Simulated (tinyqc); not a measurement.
# Thermionic-field emission through a Schottky barrier, WKB: effect of temperature

Metal on an n-type semiconductor with one parabolic valley; V > 0 is forward bias (metal positive). Energies E are counted from the conduction edge of the neutral semiconductor, whose Fermi level lies at -xi; that of the metal lies at -xi - V. The barrier is a parabola of height Vd = phi - xi - V (depletion approximation, no image force).

Nc = 2 (2 pi me m0 kB T/h^2)^1.5 (times 1e-6 for cm^-3); Nd = Nc F12(-xi/Vt), F12(x) = (2/sqrt(pi)) int_0^infinity sqrt(u)/(1 + exp(u - x)) du; E00 = (hbar/2) sqrt(Nd/(me m0 eps0 eps_r)) in SI units (volts). For E < Vd, ln T(E) = -(Vd/E00) [sqrt(1 - y) - y ln((1 + sqrt(1 - y))/sqrt(y))], y = E/Vd; T(E) = 1 above. J = A* T (q/kB) int_0^infinity T(E) N(E) dE, N = ln[(1 + exp((-xi - E)/Vt))/(1 + exp((-xi - V - E)/Vt))], A* = 4 pi q me m0 kB^2/h^3 (times 1e-4 for A/(cm^2 K^2)). The integral is converged to the digits shown; the share over the barrier is that of E > Vd, and 0 means below 1e-6 %. phi is held fixed. By a common rule of thumb, E00/Vt below 0.5 marks thermionic emission, 0.5 to 5 thermionic-field emission and above 5 field emission.

Values chosen for this exercise; band and dielectric values those of a made-up semiconductor:

| symbol | value | unit | meaning |
|---|---|---|---|
| me | 0.219 | m0 | electron mass |
| eps_r | 9.87 |  | relative permittivity |
| phi | 1.35 | eV | barrier height seen from the metal |
| Nd | 9.5e18 | cm^-3 | donor density |
| V | 0.57 | V | bias |

Constants: q = 1.602176634e-19 C, kB = 1.380649e-23 J/K, eps0 = 8.8541878128e-12 F/m, hbar = 1.054571817e-34 J s, h = 6.62607015e-34 J s, m0 = 9.1093837015e-31 kg, Vt = kB T/q. Results are converted to the units shown.

Effect of temperature:
```
T (K)  E00/Vt  J (A/cm^2)  share over the barrier (%)  mean E/Vd
60      7.528     0.03722                           0    0.05714
100     4.517     0.04678                           0    0.06628
150     3.011     0.07311                           0    0.08672
200     2.258      0.1362                           0     0.1205
250     1.807      0.2989                           0     0.1699
300     1.506      0.7472                     2.50e-5     0.2332
400     1.129       5.609                      0.0112     0.3759
500    0.9034       39.67                       0.228     0.5033
```

What does the comparison show?

J rises from 0.0372 to 39.7 A/cm^2, and the mean E/Vd rises from 0.0571 to 0.503, as E00/Vt falls from 7.53 (field emission) to 0.903 (thermionic-field emission). Between the first two rows J changes by a factor of 1.26, between the last two by 7.07.

Range of the model: The depletion approximation, a parabolic band and the neglect of image-force lowering make these currents estimates at high doping.

tinyqc, about 0.04 s, one thread, Intel Xeon 2.30GHz (shared host): `OMP_NUM_THREADS=1 python tinyqc.py 2640068 2640069 out.jsonl`
